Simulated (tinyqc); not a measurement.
Resistance of a source-drain extension with a graded tip: two steps of the calculation.

y runs along the channel, the gate covers y > 0. The doping is N0 for y < y0 and N0 10^(-(y - y0)/la) beyond, uniform over the depth xj. Sheet conductance s(y) = q mu(N) max(N - Nch, 0) xj + (for y > 0) ma Cox Vo, with mu(N) = u0 + (u1 - u0)/(1 + (N/Nr)^au) and Cox = eps0 eox/tox. Current is taken as one-dimensional; depletion of the tip, spreading and the contact are left out. The metallurgical junction lies at yj, where N = Nch.

Parameters, values chosen for the exercise; mobility law close to that of electrons in silicon:
- eox = 3.9 (relative permittivity of the gate insulator (close to silicon dioxide))
- tox = 1.1 nm (insulator thickness)
- N0 = 8.9e19 cm^-3 (active doping of the extension far from the gate)
- la = 4 nm/decade (lateral abruptness)
- y0 = 0 nm (position under the gate where the fall begins (gate edge at 0))
- xj = 21 nm (depth of the extension)
- Nch = 3.4e17 cm^-3 (channel doping)
- Vo = 0.53 V (gate overdrive)
- ma = 100 cm^2/(V s) (mobility of the gate-induced layer)
- u1 = 1414 cm^2/(V s) (mobility at low doping)
- u0 = 68.5 cm^2/(V s) (mobility at high doping)
- Nr = 9.2e16 cm^-3 (reference doping)
- au = 0.711 (exponent)
- Lg = 45 nm (gate length)

Constants: q = 1.602176634e-19 C, eps0 = 8.8541878128e-14 F/cm where lengths are in cm. Results are converted to the units shown.

Question 1. Sheet resistances and junction position. yj = y0 + la log10(N0/Nch); sheet resistance of the full extension 1/[q mu(N0)(N0 - Nch) xj] and of the gate-induced layer 1/(ma Cox Vo); metallurgical length Lg - 2 yj; ye is where the doped and the gate-induced conductances are equal.

Give: yj; sheet resistance of the extension; sheet resistance of the induced layer; metallurgical length; ye; N at ye.

Answer 1.

yj = 9.6716 nm
sheet resistance of the extension = 426.69 ohm/square
sheet resistance of the induced layer = 6010.4 ohm/square
metallurgical length = 25.657 nm
ye = 5.7137 nm
N at ye = 3.3187e18 cm^-3

The gate takes over 3.96 nm before the junction, where N is still 9.76 times the channel doping.

Question 2. Resistance of the overlapped part. Midpoint rule on 9 equal steps from 0 to yj: R_ov = sum h/s(y), per width.

Wanted: y; N; doped conductance; sheet resistance; R_ov.

Answer 2.

```
point   y (nm)  N (cm^-3)  doped conductance (uS)  sheet resistance (ohm/square)
0      0.53731  6.5322e19                  1771.4                         516.06
1       1.6119  3.5189e19                  1029.9                         835.94
2       2.6866  1.8956e19                  615.58                         1278.8
3       3.7612  1.0212e19                  379.21                         1832.9
4       4.8358  5.5009e18                  239.80                         2462.0
5       5.9104  2.9633e18                  153.18                         3129.3
6       6.9851  1.5963e18                  95.040                         3825.3
7       8.0597  8.5993e17                  51.881                         4581.7
8       9.1343  4.6324e17                  16.265                         5475.2
```

R_ov = 25.723 ohm um

Program tinyqc, `OMP_NUM_THREADS=1 python tinyqc.py 2282187 2282188 out.jsonl`; Intel Xeon 2.30GHz, shared host, one thread, about 0.03 s.
